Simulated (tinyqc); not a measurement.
From results back to parameters: electrons shared among three sets of ellipsoidal valleys. Three cases, with inputs chosen for the exercise.

Problem. With Boltzmann statistics n(Gamma)/n(L) = R exp(-dE/kB T), where R = N_2/N_1 does not depend on T. Two ratios were computed from hidden R and dE.

Constants: kB = 8.617333262e-05 eV/K.

Find: dE; R.

Method. dE = kB ln(ratio_b/ratio_a)/(1/Ta - 1/Tb); then R = ratio_a exp(dE/kB Ta).

Case 1.

Values chosen (out of a larger set: masses and offsets near those of Ge; mobilities are free inputs, held fixed; not measured data): Ta = 300 K; Tb = 500 K.

ratio at Ta = 0.000145619
ratio at Tb = 0.00103901

Solution.

dE = 0.127 eV
R = 0.0198

Case 2.

Values chosen (out of a larger set: masses and offsets near those of Ge; mobilities are free inputs, held fixed; not measured data): Ta = 300 K; Tb = 500 K.

ratio at Ta = 0.000281023
ratio at Tb = 0.00156541

Solution.

dE = 0.111 eV
R = 0.0206

Case 3.

Values chosen (out of a larger set: masses and offsets near those of Ge; mobilities are free inputs, held fixed; not measured data): Ta = 300 K; Tb = 450 K.

ratio at Ta = 9.18954e-05
ratio at Tb = 0.000566056

Solution.

dE = 0.141 eV
R = 0.0215

Computed by tinyqc, one run a case: `OMP_NUM_THREADS=1 python tinyqc.py N N+1 out.jsonl` with N = 1652251, 1652364, 1652458; one thread of a shared Intel(R) Xeon(R) Processor @ 2.30GHz, about 0.02 s a run at most.
